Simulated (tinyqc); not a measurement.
# Implanted layer, carriers, mobility and sheet resistance: effects of single changes

An n-type layer from the surface x = 0 to the junction xj, N(x) = N0 exp(-(x - Rp)^2/(2 sg^2)). Local neutrality (no depletion at surface or junction, no spilling of carriers), intrinsic carriers neglected, full ionisation of active dopants.

Inputs (values chosen for the exercise); values close to those of arsenic in silicon over a p-type background: temperature T = 350 K; background doping of the opposite type Nb = 6.9e16 cm^-3; peak chemical concentration N0 = 1.4e20 cm^-3; mobility limit at high doping m1 = 54 cm^2/(V s); mobility limit at low doping, at 300 K m2 = 1420 cm^2/(V s); reference doping of the mobility law Nr = 9.33e16 cm^-3; exponent of the mobility law am = 0.668; temperature exponent of m2 bt = 2.4; solubility limit of active dopant Ns = 2.04e20 cm^-3; straggle after annealing sg = 21 nm; projected range Rp = 28 nm.

Constants: q = 1.602176634e-19 C. Results are converted to the units shown.

Each table varies one quantity; the others keep the values above.

## Effect of the peak chemical concentration

xj = Rp + sg sqrt(2 ln(N0/Nb)). Active dopant A = min(N, Ns); n = A - Nb; mobility mu = m1 + (m2 (T/300 K)^(-bt) - m1)/(1 + ((A + Nb)/Nr)^am). Dose = integral of N, carrier sheet density = integral of n, 1/Rs = q integral of n mu, mean mobility 1/(q Rs sheet density), Hall mobility (unit Hall factor) = integral of n mu^2 over integral of n mu, Hall sheet density = (integral of n mu)^2/integral of n mu^2; all from 0 to xj. Integrals on 4000 steps.

Effect of the peak chemical concentration:
columns A: N0 (cm^-3); B: xj (nm); C: dose (cm^-2); D: carriers (cm^-2); E: Rs (ohm/square); F: mean mobility (cm^2/(V s)); G: Rs xj (ohm nm); H: Hall/true sheet density
```
A           B         C         D      E      F        G       H
6.9e17  73.07  3.243e12  2.739e12   8625  264.2  6.302e5  0.9844
1.7e18  81.16  8.082e12  7.522e12   4315  192.3  3.502e5  0.9678
4e18    87.84  1.909e13  1.848e13   2382  141.7  2.093e5  0.9528
9.7e18  94.05  4.636e13  4.571e13   1281  106.6  1.204e5  0.9463
2.3e19  99.58  1.100e14  1.093e14  670.7  85.14  6.679e4  0.9522
5.7e19  105.0  2.726e14  2.719e14  320.5  71.61  3.365e4  0.9662
1.4e20  110.0  6.697e14  6.689e14  146.0  63.90  1.606e4  0.9801
3.3e20  114.4  1.579e15  1.249e15  82.30  60.74     9418  0.9880
8e20    118.9  3.827e15  1.486e15  69.67  60.31     8280  0.9905
```

As N0 goes from 6.9e17 to 8e20, xj rises from 73.1 to 119 nm, Rs falls from 8620 to 69.7 ohm/square, the mean mobility falls from 264 to 60.3 cm^2/(V s) and the share of the dose that conducts goes from 84.5 through a maximum of 99.9 (at N0 = 1.4e20 among the rows listed) to 38.8 %. Rs goes as dose^(-0.76) at the low end and dose^(-0.19) at the high end; constant mobility and activation would give -1. Above N0 = Ns = 2.04e20 cm^-3 added dopant only widens the clipped top. For N0 = 6.9e17, 1.7e18 depletion at the junction, left out, would remove a tenth of the carriers or more.

## Effect of the projected range

Same model as above.

Integrals on 4000 steps.

Effect of the projected range:
columns A: Rp (nm); B: xj (nm); C: dose (cm^-2); D: carriers (cm^-2); E: Rs (ohm/square); F: mean mobility (cm^2/(V s)); G: Rs xj (ohm nm); H: Hall/true sheet density
```
A        B         C         D      E      F        G       H
7    88.96  4.647e14  4.640e14  208.9  64.40  1.858e4  0.9724
9.1  91.06  4.920e14  4.913e14  197.8  64.22  1.801e4  0.9736
12   93.96  5.277e14  5.271e14  184.9  64.04  1.737e4  0.9751
16   97.96  5.725e14  5.719e14  170.8  63.89  1.673e4  0.9769
20   102.0  6.113e14  6.106e14  160.2  63.82  1.633e4  0.9782
26   108.0  6.574e14  6.567e14  148.8  63.86  1.607e4  0.9797
34   116.0  6.981e14  6.973e14  139.7  64.07  1.620e4  0.9808
45   127.0  7.251e14  7.242e14  133.6  64.50  1.696e4  0.9805
```

What does the comparison show?

As Rp goes from 7 to 45, xj rises from 89.0 to 127 nm, Rs falls from 209 to 134 ohm/square, the mean mobility goes from 64.4 through a minimum of 63.8 (at Rp = 20 among the rows listed) to 64.5 cm^2/(V s) and the share of the dose that conducts stays near 99.9 %.

tinyqc, about 0.01 s, one thread, Intel Xeon 2.30GHz (shared host): `OMP_NUM_THREADS=1 python tinyqc.py 2110043 2110044 out.jsonl`
